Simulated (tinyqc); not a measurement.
Transistor under a ferroelectric capacitor (negative capacitance), static model: course of the iteration: inner potential by Newton steps.

A ferroelectric film of thickness tf lies between the gate and an inner metal at potential v, which drives an ordinary transistor. One domain, P = Q (background permittivity neglected): Vg = v + tf (2 al Q + 4 be Q^3), al = -3 sqrt(3) Ec/(4 Pr), be = 3 sqrt(3) Ec/(8 Pr^3). Gate charge Q(v) = Qi + Cp v with the channel charge Qi = Cox n Vt ln(1 + exp((v - VT)/(n Vt))). Q in uC/cm^2, E in kV/cm; 1 nm times 1 kV/cm is 1e-4 V. Domains, leakage and the switching time are left out.

f = v + tf (2 al Q + 4 be Q^3) - Vg, f' = 1 + C tf (2 al + 12 be Q^2) with C = Cox/(1 + exp(-(v - VT)/(n Vt))) + Cp; v(new) = v - f/f'.

Stop when v changes by less than 1e-10 V, or after 30 iterations.

Values chosen for this exercise; Pr and Ec close to those of hafnium oxide based films:
- T = 250 K (temperature)
- Cox = 2.7 uF/cm^2 (capacitance of the inner oxide)
- Cp = 1.1 uF/cm^2 (overlap capacitance per gate area)
- VT = 0.26 V (threshold of the inner transistor)
- n = 1.26 (subthreshold factor of the inner transistor)
- tf = 3.2 nm (ferroelectric thickness)
- Vg = 0.22 V (gate voltage)

Constants: q = 1.602176634e-19 C, kB = 1.380649e-23 J/K, Vt = kB T/q. Results are converted to the units shown.

v at the start = 0.22 V
al = -243.570 kV cm/uC
be = 1.90289 kV cm^5/uC^3

Course of the iteration:

| iteration | v (V) | \|change\| (V) |
|---|---|---|
| 1 | 0.273326 | 0.0533 |
| 2 | 0.281185 | 7.86e-3 |
| 3 | 0.281383 | 1.98e-4 |
| 4 | 0.281383 | 1.18e-7 |
| 5 | 0.281383 | 4.20e-14 |

Did this iteration meet its convergence test, and what does its course show?

Yes. Converged in 5 iterations. At the end the number of correct digits about doubles with each step. There dVg/dv = 0.543, a gain of 1.84.

Program tinyqc, `OMP_NUM_THREADS=1 python tinyqc.py 2860002 2860003 out.jsonl`; Intel Xeon 2.30GHz, shared host, one thread, about 0.02 s.
